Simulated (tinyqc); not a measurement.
Velocity overshoot from momentum and energy balance equations after a field step. From steady velocity back to saturation velocity v_s. Computed by tinyqc, a small Python program. Command: `OMP_NUM_THREADS=1 python tinyqc.py 3010702 3010703 out.jsonl overshoot inv`. One thread of a shared host (Intel(R) Xeon(R) Processor @ 2.30GHz), about 0.02 s of CPU time with the checks.

At t = 0 the field jumps from 0 to F in a uniform sample. v is the drift velocity and u = w - (3/2) k_B T the excess energy per carrier.

Inputs (values chosen for the exercise, modelled on electrons in strained silicon except for tau_E):
```
quantity,value,unit
effective mass m,0.2,m_0
low-field mobility mu_0,2500,cm^2/(V s)
energy relaxation time tau_E,0.54,ps
field after the step F,4.7,kV/cm
lattice temperature T,300,K
```

Scheme: explicit Euler.

Constants: m_0 = 9.1093837015e-31 kg; e = 1.602176634e-19 C; k_B = 8.617333262e-05 eV/K.

Method. dv/dt = e F/m - v/tau_m(u), du/dt = e F v - u/tau_E, tau_m(u) = tau_0/(1 + c u), tau_0 = m mu_0/e, c = mu_0/(e tau_E v_s^2); this choice gives the steady state v (1 + mu_0 F v/v_s^2) = mu_0 F, which saturates at v_s. Steady velocity v = 2 mu_0 F/(1 + sqrt(1 + 4 (mu_0 F/v_s)^2)); u = e F v tau_E; carrier temperature T + 2u/(3 k_B), neglecting the drift energy m v^2/2.

Problem. A run gave the result below. Find the saturation velocity v_s, known to lie between 0.7 and 2 1e7 cm/s.

steady velocity = 0.6727525 1e7 cm/s

Solution.

Each step takes the trial c = (a f_b - b f_a)/(f_b - f_a), f being the result less the target and a, b, c the logarithms of the listed values; c replaces end b, the old b replaces a if the sign of f changed, and otherwise f_a is halved.

Scan of the range:
```
saturation velocity v_s (1e7 cm/s),steady velocity (1e7 cm/s)
0.700,0.521884
0.834,0.588983
0.993,0.658416
1.180,0.727894
1.410,0.798328
1.680,0.864131
2.000,0.924132
```

False position (Illinois rule, in the logarithm of the input) inside the bracket:
```
step,end a,end b,trial,steady velocity (1e7 cm/s)
1,0.99300,1.18000,1.02899,0.672748
2,1.18000,1.02899,1.02900,0.672753
3,1.02899,1.02900,1.02900,0.672752
```

Steady velocity rises at every point of a 13-point scan of the range (every second point is shown), so one value fits; it is bracketed by 0.993 and 1.18. Answer: saturation velocity v_s = 1.029 1e7 cm/s.
